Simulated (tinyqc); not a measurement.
# Ideality, saturation current and resistance from three points

Question. Well above the saturation current a diode obeys V = n Vt ln(I/I0) + I Rs. Find n, Rs and I0.

Inputs (values chosen for the exercise):
- T = 273 K (temperature)

Constants: q = 1.602176634e-19 C, kB = 1.380649e-23 J/K, Vt = kB T/q. Results are converted to the units shown.

currents (A): 5e-6  0.0001  0.02
voltages (V): 0.62475722  0.73968083  0.95300055

Solution. V is linear in the three unknowns n Vt, Rs and -n Vt ln I0, so three points give a linear system.

n = 1.630
Rs = 0.5100 ohm
I0 = 4.200e-13 A

Computed by the program tinyqc: `OMP_NUM_THREADS=1 python tinyqc.py 2260103 2260104 out.jsonl`, one thread of a shared Intel Xeon 2.30GHz, about 0.01 s for the whole run.
